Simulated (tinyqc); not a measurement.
Worked calculation: Jacobi rotations on a symmetric matrix. One step of it, computed by the program tinyqc.

Problem. Jacobi rotation 1. Take the largest off-diagonal element A_pq; tan 2 theta = 2 A_pq / (A_qq - A_pp) with |theta| <= pi/4; A' = J^T A J with J_pp = J_qq = cos, J_pq = sin, J_qp = -sin.

A:
$$\begin{pmatrix}
0.294000 & 0.079000 & 0.100000 \\
0.079000 & 0.943000 & -0.213000 \\
0.100000 & -0.213000 & 2.635000
\end{pmatrix}$$

Give: p, q, theta; A'.

Solution.

p, q, theta (rad): [2.0000, 3.0000, -0.1233]

A':
$$\begin{pmatrix}
0.2940 & 0.0907 & 0.0895 \\
0.0907 & 0.9166 & 0.0000 \\
0.0895 & 0.0000 & 2.6614
\end{pmatrix}$$
